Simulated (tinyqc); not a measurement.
Grain-boundary diffusion: Harrison regimes, Fisher and Le Claire analysis, Hart average: one step, computed by the program tinyqc.

A boundary is a slab of width delta with diffusivity D_b, normal to a surface held at constant concentration; it leaks into grains of diffusivity D.

Question. Regime. l = sqrt(D t); P = s delta D_b; alpha = s delta/(2 l); beta = P/(2 D l). Regime A if l > 3 d, C if alpha > 1, B if alpha < 0.1, l < d/4 and beta > 10, otherwise a transition.

Inputs (values chosen for the exercise, for a model polycrystal):

| quantity | value | unit |
|---|---|---|
| boundary width delta | 0.84 | nm |
| segregation factor s | 1 | - |
| grain size d | 0.5 | um |
| temperature T | 1430 | K |
| time t | 8800 | s |

D = 2.840661e-17 m^2/s

triple product P = 1.468520e-21 m^3/s

Give: lattice diffusion length l; alpha; beta; regime.

Answer.

lattice diffusion length l = 0.49998 um

alpha = 8.4004e-04

beta = 51.699

Regime: transition

The run lies between the ideal regimes.
